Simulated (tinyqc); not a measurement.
Coulomb enhancement above the gap: Wannier exciton and Elliott formula.

Inputs chosen for the exercise (out of a larger set: near those of GaN; not measured data): xs = (0.046, 0.16, 0.56, 1.3, 4.2, 18, 35, 98) ((E - Eg)/Ry*).

Ry* = 25.6194 meV

With x = (E - Eg)/Ry* and y = pi/sqrt(x): S3 = y exp(y)/sinh(y), and S2 = exp(y)/cosh(y). Free-pair absorption goes as sqrt(x) in three dimensions and is constant in two.

Factors:
```
x      E - Eg (meV)  sqrt(x)      S3  S3 sqrt(x)     S2
0.046          1.18    0.214  29.296       6.283  2.000
0.16           4.10    0.400  15.708       6.283  2.000
0.56          14.35    0.748   8.398       6.285  2.000
1.3           33.31    1.140   5.533       6.309  1.992
4.2          107.60    2.049   3.216       6.590  1.911
18           461.15    4.243   1.917       8.133  1.629
35           896.68    5.916   1.623       9.604  1.486
98          2510.70    9.899   1.351      13.371  1.307
```

How do the results move, and what explains it?

In three dimensions the product tends to 2 pi = 6.283 at the edge (6.283 in the first row), so the square-root onset becomes a step. Even 2511 meV above the gap the enhancement is 1.35; it decays only as 1 + pi/sqrt(x) = 1.32. In two dimensions it never exceeds 2 and has fallen to 1.31. The last rows lie beyond the range of parabolic bands.

Run: tinyqc, `OMP_NUM_THREADS=1 python tinyqc.py 1282064 1282065 out.jsonl`; Intel(R) Xeon(R) Processor @ 2.30GHz, one thread, shared host; about 0.01 s of CPU time with all checks.
